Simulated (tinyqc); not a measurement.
Reverse leakage of an n+-p junction: diffusion, generation, trap-assisted and band-to-band tunnelling: one step of the calculation.

One-sided abrupt junction in the depletion approximation, x from the junction (0) to W on the p side, field F = F0 (1 - x/W). Flat quasi-Fermi levels, long p side. Traps generate through SRH with both lifetimes shortened by 1 + Gamma (Hurkx enhancement, form for moderate fields); band-to-band generation is local and needs a total bending above Eg.

Task. Field, scales and diffusion current. ni = sqrt(Nc Nv) exp(-Eg/(2 Vt)), Eg in volts; Vbi = Vt ln(Na Nd/ni^2); W = sqrt(2 eps0 eps_r (Vbi + VR)/(q Na)); F0 = 2 (Vbi + VR)/W; FG = sqrt(24 mt m0 (kB T)^3)/(q hbar); J_diff = q ni^2 sqrt(Dn/tau)(1 - exp(-VR/Vt))/Na.

Values chosen for this exercise; band and dielectric values close to those of silicon:
```
symbol    value    unit                                             meaning
T           400       K                                         temperature
Eg         1.12      eV                                            band gap
eps_r      11.7                                       relative permittivity
Nc      4.28e19   cm^-3              conduction-band density of states at T
Nv      4.08e19   cm^-3                 valence-band density of states at T
Na       1.2e16   cm^-3                acceptor density of the lighter side
Nd         1e19   cm^-3                   donor density of the heavier side
tau        4e-9       s         SRH lifetime of both carriers at zero field
mt         0.26      m0                                     tunnelling mass
Dn          3.9  cm^2/s  electron diffusion coefficient on the lighter side
VR          2.2       V                                        reverse bias
```

Constants: q = 1.602176634e-19 C, kB = 1.380649e-23 J/K, hbar = 1.054571817e-34 J s, m0 = 9.1093837015e-31 kg, Vt = kB T/q, eps0 = 8.8541878128e-14 F/cm where lengths are in cm. Results are converted to the units shown.

Wanted: ni; Vbi; W; F0; FG; J_diff.

Result.

ni = 3.676e12 cm^-3
Vbi = 0.7896 V
W = 567.6 nm
F0 = 105.3 kV/cm
FG = 579.1 kV/cm
J_diff = 5.633e-6 A/cm^2

Program tinyqc, `OMP_NUM_THREADS=1 python tinyqc.py 2290066 2290067 out.jsonl`; Intel Xeon 2.30GHz, shared host, one thread, about 0.01 s.
